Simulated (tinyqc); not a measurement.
# Cahn-Hilliard equation on a periodic one-dimensional grid, step by step

A worked calculation. Computed by tinyqc, a small Python program that keeps every step. Command: `OMP_NUM_THREADS=1 python tinyqc.py 3019545 3019546 out.jsonl cahn walk`. One thread of a shared host (Intel(R) Xeon(R) Processor @ 2.30GHz), about 0.2 s of CPU time with the checks. Intermediate numbers are printed to about 7 digits and carried at full precision; extremes and crossings named in words are read from the listed rows.

Free energy F = h sum_j [A (c_j^2 - 1)^2/4 + (kappa/2) ((c_(j+1) - c_j)/h)^2]; dc/dt = Lap(mu), mu = A (c^3 - c) - kappa Lap(c), Lap(y)_j = (y_(j+1) - 2 y_j + y_(j-1))/h^2, mobility 1; the grid has n = 16 points.

Inputs (values chosen for the exercise, in reduced units):
```
quantity                    value  unit
spacing h                       1     -
well depth A                  1.5     -
gradient coefficient kappa   0.78     -
mean composition c0         -0.35     -
noise amplitude               0.1     -
time step dt                 0.15     -
end time                       60     -
```

Scheme: explicit Euler.

## Linear stability

f'' = A (3 c0^2 - 1). Mode m has lambda_m = (4/h^2) sin^2(pi m/n) and the rate w_m = -lambda_m (f'' + kappa lambda_m). In the continuum the fastest wavelength is 2 pi sqrt(2 kappa/|f''|) with the rate f''^2/(4 kappa). Explicit steps near c = +-1, where f'' = 2A, are stable for dt < 2/(16 kappa/h^4 + 8 A/h^2).

f'' = -0.94875

Modes of the grid:
```
m  lambda_m        w_m
1  0.152241   0.126360
2  0.585786   0.288111
3  1.234633  -0.017611
4  2.000000  -1.222500
5  2.765367  -3.341216
6  3.414214  -5.853111
7  3.847759  -7.897533
8  4.000000  -8.685000
```

fastest wavelength = 8.056868

largest rate = 0.2885021

explicit limit of dt = 0.08169935

2 mode(s) grow; the fastest on the grid is m = 2, while the box holds 1.99 fastest wavelengths. dt is 1.84 of the explicit limit.

## The first step

random numbers: -0.976  0.342  -0.700  -0.555  0.191  0.714  -0.323  0.177  0.620  -0.330  -0.595  -0.706  0.980  0.862  0.182  0.094

Start: c_j = c0 + amplitude x (z_j - mean of z). c(new) = c + dt Lap(mu).

c at the start: -0.4474562  -0.3156563  -0.4198562  -0.4053562  -0.3307562  -0.2784563  -0.3821562  -0.3321562  -0.2878562  -0.3828563  -0.4093562  -0.4204562  -0.2518563  -0.2636562  -0.3316562  -0.3404563

mu at the start: 0.3505378  0.6103869  0.4261804  0.4612480  0.4592514  0.5069780  0.3696313  0.4477113  0.5046602  0.4366764  0.4991271  0.3790238  0.4945329  0.4118284  0.3965871  0.5280867

c after one step: -0.3818465  -0.3822646  -0.3869651  -0.4109159  -0.3232978  -0.3062172  -0.3498422  -0.3353259  -0.3065962  -0.3632911  -0.4367393  -0.3851144  -0.2815883  -0.2535368  -0.3096451  -0.3868135

F at the start = 4.634855

F after one step = 4.618927

## The run

Run to the end time; break off if |c| exceeds 3 or F has risen by more than 1e-9 in more than 30 steps. Domains = stretches with c > c0.

Course:
```
step     t         F      min c      max c  domains
0      0.0    4.6349  -0.447456  -0.251856        4
8      1.2    4.6107  -0.421272  -0.238582        2
20     3.0    4.5945  -0.454765  -0.188038        2
40     6.0    4.4793  -0.562009   0.026783        2
60     9.0    4.0200  -0.757124   0.441329        2
80    12.0    3.7643  -0.907009   0.656421        2
120   18.0    3.7298  -0.938612   0.730047        2
132   19.8  160.9142  -3.759578   2.787645        4
```

c at the end: 1.535161  -3.759578  2.787645  -2.928923  -0.004492  0.214870  0.591994  -0.504256  -0.695890  -1.141863  -0.727057  -0.764273  0.391967  0.628068  0.690832  -1.914204

F at the end = 160.9142

steps in which F rose = 9

F rose in 9 steps, which the true dynamics forbid. dt is 1.84 times the explicit limit, so the shortest wave, which alternates from point to point, is amplified.

Reruns converge with time step dt = 0.037; or with scheme = semi-implicit Fourier.

Checks made by the program: conservation of the mean (relative difference below 1e-10).
